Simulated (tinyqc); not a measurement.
Off-state leakage of single and stacked transistors: one step of the calculation.

n-channel devices of unit width. Subthreshold current I(Vg, Vs, Vd) = I0 (T/300 K)^0.5 exp[(Vg - Vs - VT(T) - gb (Vs - Vb) + dd (Vd - Vs))/(nf Vt)] (1 - exp(-(Vd - Vs)/Vt)), VT(T) = VT - cT (T - 300 K). Gate-edge tunnelling Ig (Vd/1 V) exp(ag (Vd - 1 V)), for a gate at 0 V, and band-to-band leakage Ab u exp(-Bb/u), u = Vd - Vb + 1 V, flow at a drain held at V; both are taken as independent of T. In a stack of off transistors (all gates at 0 V) the same subthreshold current passes through each.

Question. New Vx. Stack of two, Vx the node between them: I_low = I(0, 0, Vx), I_up = I(0, Vx, V), f = ln(I_up/I_low), f' = -(1 + gb + 2 dd)/(nf Vt) - 1/(Vt (exp(Vx/Vt) - 1)) - 1/(Vt (exp((V - Vx)/Vt) - 1)), Vx(new) = Vx - f/f'.

Parameters, values chosen for the exercise; values of the order met in bulk silicon logic transistors:
- T = 300 K (temperature)
- V = 0.9 V (supply voltage)
- VT = 0.33 V (threshold at 300 K, zero drain and body bias)
- cT = 0.7 mV/K (fall of the threshold with temperature)
- I0 = 0.24 uA/um (current at threshold at 300 K)
- nf = 1.16 (slope factor)
- dd = 0.15 (drain-induced lowering per volt)
- gb = 0.18 (rise of the threshold per volt of source-body bias)
- Vb = 0 V (body voltage)

Constants: q = 1.602176634e-19 C, kB = 1.380649e-23 J/K, Vt = kB T/q. Results are converted to the units shown.

Vx at the start = 0.091 V

Wanted: I_low; I_up; f; f'; Vx after iteration 1.

Answer.

I_low = 0.0061058 nA/um
I_up = 0.0063596 nA/um
f = 0.040716
f' = -50.532 1/V
Vx after iteration 1 = 0.091806 V

tinyqc, about 0.03 s, one thread, Intel Xeon 2.30GHz (shared host): `OMP_NUM_THREADS=1 python tinyqc.py 2242264 2242265 out.jsonl`
